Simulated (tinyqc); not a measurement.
Inside a calculation. Method: lattice vibrations of a chain. One step of it, computed by the program tinyqc.

Problem. Frequencies. omega^2 are the eigenvalues; wavenumber = 521.4708 sqrt(eigenvalue) 1/cm.

D(q) (eV/(angstrom^2 u)):
```
                     1                    2
1             1.714286  -0.486632+0.101470i
2  -0.486632-0.101470i             0.180064
```

Give: eigenvalues; wavenumbers; weights |e|^2 of the mass-weighted modes.

Solution.

eigenvalues: 0.0331  1.8613

wavenumbers (1/cm): 94.8  711.4

weights |e|^2 of the mass-weighted modes:
```
        mode 1  mode 2
atom 1  0.0804  0.9196
atom 2  0.9196  0.0804
```
